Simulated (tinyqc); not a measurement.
Six-transistor SRAM cell, nodal equations and margins: two steps of the calculation.

Two cross-coupled inverters (pull-down bn, pull-up bp) hold the nodes Q and QB; access transistors (ba, threshold VTn, gate on the word line at Vdd when selected) join them to the bit lines. Transistor (EKV form, voltages against the body): I = 2 n b Vt^2 [F(vp - Vs) - F(vp - Vd)] from drain to source, F(v) = ln^2(1 + exp(v/(2 Vt))), vp = (Vg - VT + sg |Vd - Vs|)/n. n-channel bodies are at 0; for the p-channel device all voltages are counted down from Vdd. b in uA/V^2 gives I in uA. For an access transistor the bit line is the drain and the node the source. In a read both bit lines are at Vdd. The cell is symmetric (no mismatch).

Values chosen for this exercise: temperature T = 273 K; supply voltage Vdd = 0.9 V; slope factor n = 1.39; drain-induced barrier lowering sg = 0.057; n-channel threshold VTn = 0.29 V; p-channel threshold (magnitude) VTp = 0.42 V; gain factor of the pull-down transistor bn = 190 uA/V^2; gain factor of the access transistor ba = 95 uA/V^2; gain factor of the pull-up transistor bp = 65 uA/V^2.

Constants: q = 1.602176634e-19 C, kB = 1.380649e-23 J/K, Vt = kB T/q. Results are converted to the units shown.

Question 1. Node voltages in a read by Newton steps. F1 = In(gate QB, drain Q) - Ip(gate QB, drain Q) - Ia(bit line, Q), F2 the same with Q and QB exchanged; J by central differences with +/- 1e-6 V; solve J d = -F, limit each component to +/- 0.15 V and add.

(Q, QB) after iteration 1 (V): Q 0.08243469, QB 0.89997846

Find: F1, F2; J; (Q, QB) after iteration 2.

Answer 1.

F1, F2 (uA): -1.312  0.002

J (uS):
```
        Q    QB
F1  149.5  15.7
F2    0.1  25.8
```

(Q, QB) after iteration 2 (V): Q 0.0912, QB 0.8999

Question 2. The largest square in the read butterfly. f(x) is the node voltage of one half-cell in a read for input x (In - Ip - Ia = 0). Static noise margin: side of the largest square between the curve (x, f(x)) and its mirror image (f(y), y); with h(c) the root x of f(x) - x = c, it is the maximum over c > 0 of h(c) - h(-c) + c.

c, point 0 to 6 (V): 0.15  0.26  0.36  0.43  0.51  0.56  0.61

Give: h(c); h(-c); side.

Answer 2.

```
point  h(c) (V)  h(-c) (V)  side (V)
0        0.3435     0.4443    0.0492
1        0.3365     0.4996    0.0968
2        0.3310     0.5531    0.1379
3        0.3262     0.5953    0.1609
4        0.3136     0.6508    0.1727
5        0.2963     0.6889    0.1673
6        0.2692     0.7290    0.1502
```

The maximum over c is 172.7 mV, the read margin; with the word line off (no Ia) the same construction gives 317.5 mV.

Program tinyqc, `OMP_NUM_THREADS=1 python tinyqc.py 2340013 2340014 out.jsonl`; Intel Xeon 2.30GHz, shared host, one thread, about 0.1 s.
